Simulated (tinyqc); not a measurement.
From results back to parameters: phonon-assisted absorption at an indirect gap. Three cases, with inputs chosen for the exercise.

Problem. One phonon: alpha = A [N (E - Eg + w)^2 + (N + 1)(E - Eg - w)^2], each term only above its threshold, N = 1/(exp(w/kB Tm) - 1). The first two energies lie below the emission threshold and the third above it.

Constants: kB = 8.617333262e-05 eV/K.

Find: slope sqrt(A N); threshold Eg - w; w; Eg; A.

Method. sqrt(alpha) at the first two energies is a line with slope sqrt(A N) and intercept Eg - w. The excess at the third energy is A N exp(w/kB Tm) (E - (Eg - w) - 2w)^2, which has one root w with the emission threshold between the second and third energies.

Case 1.

Values chosen (out of a larger set: loosely those of Si at room temperature; Eg is not tied to T; not measured data): Es = (1.088, 1.156, 1.218) eV (three photon energies); Tm = 250 K.

alpha at the three energies (1/cm): 0.1431844  2.412830  13.31817

Solution.

slope sqrt(A N) = 17.28 1/(cm^(1/2) eV)
threshold Eg - w = 1.0661 eV
w = 55.9 meV
Eg = 1.122 eV
A = 3.7e+03 1/(cm eV^2)

Case 2.

Values chosen (out of a larger set: loosely those of GaP at room temperature; Eg is not tied to T; not measured data): Es = (2.239, 2.293, 2.35) eV (three photon energies); Tm = 300 K.

alpha at the three energies (1/cm): 0.3113445  5.242508  25.93700

Solution.

slope sqrt(A N) = 32.07 1/(cm^(1/2) eV)
threshold Eg - w = 2.2216 eV
w = 44.4 meV
Eg = 2.266 eV
A = 4.7e+03 1/(cm eV^2)

Case 3.

Values chosen (out of a larger set: loosely those of SiC at room temperature; Eg is not tied to T; not measured data): Es = (3.248, 3.332, 3.399) eV (three photon energies); Tm = 250 K.

alpha at the three energies (1/cm): 0.1179674  1.971668  11.33530

Solution.

slope sqrt(A N) = 12.63 1/(cm^(1/2) eV)
threshold Eg - w = 3.2208 eV
w = 69.2 meV
Eg = 3.290 eV
A = 3.8e+03 1/(cm eV^2)

Computed by tinyqc, one run a case: `OMP_NUM_THREADS=1 python tinyqc.py N N+1 out.jsonl` with N = 1680624, 1680662, 1680749; one thread of a shared Intel(R) Xeon(R) Processor @ 2.30GHz, about 0.01 s a run at most.
